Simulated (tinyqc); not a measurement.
Inside a calculation. Method: Hubbard chain of 4 sites. One step of it, computed by the program tinyqc.

Problem. Mean-field iteration 3. H(up) = T + U n(down), H(down) = T + U n(up); fill the lowest levels; n(new) = n + mixing (n(out) - n); E = tr T (rho up + rho down) + U sum n_up n_down of the output.

one-body matrix (hopping and site energies) (eV), lower triangle:
```
           1          2          3         4
1   0.000000
2  -1.630000   0.000000
3   0.000000  -1.630000   0.000000
4   0.000000   0.000000  -1.630000  0.000000
```

U = 3.200000 eV

electrons, up and down: 2  1

mixing = 1

n(up) after iteration 2: 1 0.578487, 2 0.421513, 3 0.421513, 4 0.578487

n(down) after iteration 2: 1 0.138197, 2 0.361803, 3 0.361803, 4 0.138197

Give: levels, up; levels, down; energy; n(up) after iteration 3; n(down) after iteration 3.

Solution.

levels, up (eV): -1.7079  -0.3931  1.6779  3.6231

levels, down (eV): -1.1627  0.6902  2.7327  4.1398

energy = -4.7514 eV

n(up) after iteration 3: 1 0.5785, 2 0.4215, 3 0.4215, 4 0.5785

n(down) after iteration 3: 1 0.1132, 2 0.3868, 3 0.3868, 4 0.1132
